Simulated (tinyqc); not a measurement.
A ladder of methods, and size consistency: correlation methods against full CI in the sto-6g basis, for H4, spin multiplicity 1. Computed by the program tinyqc with PySCF. All electrons correlated; +Q is the Davidson correction (1 - c0^2) E_corr. The last columns treat two copies 100 angstrom apart as one system. FCI is the lowest singlet.

Geometry (angstrom):
```
atom       x       y       z
H     0.0000  0.0000  0.0000
H     0.0000  0.0000  0.9190
H     0.0000  1.4480  0.0000
H     0.0000  1.4480  0.9190
```

RHF energy of one = -2.095145 hartree

Correlation energies (hartree):
```
method   E_corr of one  share of FCI (%)  E_corr of two at 100 angstrom  two minus twice one (mhartree)
MP2           -0.04110            60.384                       -0.08220                           0.000
CISD          -0.06636            97.501                       -0.12633                           6.400
CISD+Q        -0.06990           102.697                       -0.13794                           1.865
CCSD          -0.06805            99.977                       -0.13610                           0.000
CCSD(T)       -0.06805            99.977                       -0.13610                           0.000
FCI           -0.06807           100.000                              -                               -
```

What does the comparison show, and why?

MP2 recovers 60 %, CISD 97.5 % and CCSD 100.0 % of the FCI value (c0^2 = 0.947 in CISD). MP2 and coupled cluster are size consistent, so their last column vanishes; CISD loses 6.40 mhartree, since a double excitation on each copy is a quadruple of the pair, and the Davidson correction leaves +1.86.
